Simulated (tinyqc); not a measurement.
Inputs raised by 10 %, one at a time: non-radiative capture by multiphonon emission, one effective mode. Computed by tinyqc, a small Python program. Command: `OMP_NUM_THREADS=1 python tinyqc.py 3002832 3002833 out.jsonl capture sens`. One thread of a shared host (Intel(R) Xeon(R) Processor @ 2.30GHz), about 0.04 s of CPU time with the checks.

The initial state (free carrier plus empty centre) lies dE above the final state; both have the same frequency and are displaced by dQ.

Inputs (values chosen for the exercise, for a model semiconductor):
```
quantity,value,unit
energy released dE,1.34,eV
phonon energy hbar omega,90.1,meV
Huang-Rhys factor S,2.64,-
electron-phonon coupling W,0.038,eV/(u^(1/2) angstrom)
cell volume V,1540,angstrom^3
degeneracy g,1,-
broadening b,52,meV
carrier mass m,0.396,m_0
dielectric constant eps,8.92,-
temperature T,77,K
defect density N_t,7e+14,cm^-3
```

Centre: attractive.

Constants: hbar^2/u = 4.18015928e-03 eV angstrom^2; k_B = 8.617333262e-05 eV/K; hbar = 6.582119569e-16 eV s; Ry = 13.605693123 eV; k_B = 1.380649e-23 J/K; m_0 = 9.1093837015e-31 kg.

Method:
- dQ = sqrt(2 S (hbar^2/u)/hbar omega); relaxation energy lambda = S hbar omega; phonons needed P = dE/hbar omega; classical barrier E_b = (dE - lambda)^2/(4 lambda); occupation n = 1/(exp(hbar omega/k_B T) - 1).
- Huang-Rhys weight for a net emission of p phonons: L_p = exp(-S (2n + 1)) ((n + 1)/n)^(p/2) I_p(2 S sqrt(n (n + 1))), I_p the modified Bessel function.
- M_p = sum_m w_m <m_i|Q|(m + p)_f>^2 with Q counted from the final minimum and Boltzmann weights w_m for m = 0..24; <m_i|Q|k_f> = sqrt((hbar^2/u)/(2 hbar omega)) [sqrt(k) <m|k-1> + sqrt(k+1) <m|k+1>], with overlaps of oscillators displaced by d = sqrt(2 S) summed on 1500 points from -16 to 16 + d.
- The delta function is a Gaussian of standard deviation b at dE - p hbar omega.
- C_0 = V (2 pi/hbar) g W^2 sum_p M_p Gaussian_p. The sum runs over the seven p from round(P) - 3 to round(P) + 3; 1 angstrom^3 = 1e-24 cm^3.
- Sommerfeld factor of an attractive centre: s(k) = 2 pi nu/(1 - exp(-2 pi nu)), nu = sqrt(Ry*/E), Ry* = Ry m/eps^2, averaged over (2/sqrt(pi)) sqrt(x) exp(-x) dx with x = E/k_B T = t^2 (trapezoid, t to 6 in steps of 0.01).
- C = s C_0; v = sqrt(3 k_B T/m); sigma = C/v; tau = 1/(C N_t).

Runs:
```
input moved,from,to,capture coefficient C (cm^3/s),cross-section sigma (cm^2),classical barrier E_b (eV),Sommerfeld factor s
base run,-,-,3.180e-12,3.382e-19,1.277,22.65
energy released dE (eV),1.34,1.474,2.699e-13,2.870e-20,1.606,22.65
Huang-Rhys factor S,2.64,2.904,8.986e-12,9.557e-19,1.111,22.65
electron-phonon coupling W (eV/(u^(1/2) angstrom)),0.038,0.0418,3.847e-12,4.092e-19,1.277,22.65
temperature T (K),77,84.7,3.032e-12,3.074e-19,1.277,21.59
carrier mass m (m_0),0.396,0.4356,3.335e-12,3.720e-19,1.277,23.75
dielectric constant eps,8.92,9.812,2.891e-12,3.074e-19,1.277,20.59
defect density N_t (cm^-3),7e+14,7.7e+14,3.180e-12,3.382e-19,1.277,22.65
```

Exponents ln(y'/y) / ln(x'/x):
```
input,capture coefficient C,cross-section sigma,classical barrier E_b,Sommerfeld factor s
energy released dE,-25.879,-25.879,2.408,0.0
Huang-Rhys factor S,10.901,10.901,-1.458,0.0
electron-phonon coupling W,2.000,2.000,0.000,0.0
temperature T,-0.500,-1.000,0.000,-0.5
carrier mass m,0.500,1.000,0.000,0.5
dielectric constant eps,-1.000,-1.000,0.000,-1.0
defect density N_t,0.000,0.000,0.000,0.0
```

Which inputs matter most for each result?

Among the inputs moved here: capture coefficient C answers most in size to energy released dE (exponent -25.879), next to Huang-Rhys factor S (+10.901); its exponent is below 0.0005 for defect density N_t. Its exponent +2.000 in electron-phonon coupling W: the golden rule, C goes as W^2. Cross-section sigma answers most in size to energy released dE (exponent -25.879), next to Huang-Rhys factor S (+10.901); its exponent is below 0.0005 for defect density N_t. Classical barrier E_b answers most in size to energy released dE (exponent +2.408), next to Huang-Rhys factor S (-1.458); its exponent is below 0.0005 for electron-phonon coupling W, temperature T, carrier mass m, dielectric constant eps, defect density N_t. Sommerfeld factor s answers most in size to dielectric constant eps (exponent -1.000), next to temperature T (-0.500); its exponent is below 0.0005 for energy released dE, Huang-Rhys factor S, electron-phonon coupling W, defect density N_t. Its exponent -0.500 in temperature T: the attractive limit s = 4 sqrt(pi Ry*/k_B T). Its exponent +0.500 in carrier mass m: the attractive limit, s goes as sqrt(Ry*).

Caution (rows base run, Huang-Rhys factor S, electron-phonon coupling W, temperature T, carrier mass m, dielectric constant eps, defect density N_t): the largest term is not the one nearest energy conservation, so C_0 depends strongly on the broadening b.

Extremes, crossings and ranges named in words are read from the listed rows.
